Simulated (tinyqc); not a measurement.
Time-domain thermoreflectance: layered heat flow under a modulated pulse train, and what the signal ratio measures: one step, computed by the program tinyqc.

Pulses repeat at 80 MHz; heat is laid down at the surface, all layers are isotropic, and the film is in perfect contact with the substrate.

Task: Impedance at k = 0 and the modulation frequency. For radial wave number k and angular frequency W each layer has u = sqrt(4 pi^2 k^2 + i W C/kappa) and gamma = kappa u. Surface impedance from below: Z = 1/gamma for the substrate; a layer of thickness L maps Z to (Z + tanh(u L)/gamma)/(1 + gamma Z tanh(u L)); a boundary adds 1/G. Take k = 0 and W = 2 pi f.

Inputs (values chosen for the exercise, modelled on aluminium on beta-Ga2O3):

| quantity | value | unit |
|---|---|---|
| metal thickness d | 73 | nm |
| metal conductivity | 140 | W/(m K) |
| metal heat capacity | 2.42 | MJ/(m^3 K) |
| boundary conductance G under the metal | 220 | MW/(m^2 K) |
| film thickness | 110 | nm |
| film conductivity | 11 | W/(m K) |
| film heat capacity | 2 | MJ/(m^3 K) |
| substrate conductivity kappa | 14.3 | W/(m K) |
| substrate heat capacity C | 3.36 | MJ/(m^3 K) |
| modulation frequency f | 12 | MHz |

Stack: metal, film, substrate.

Give: Z of the substrate; Z at the surface.

Result:

Z of the substrate = 11.748-11.748i m^2 K/GW

Z at the surface = 14.743-14.287i m^2 K/GW
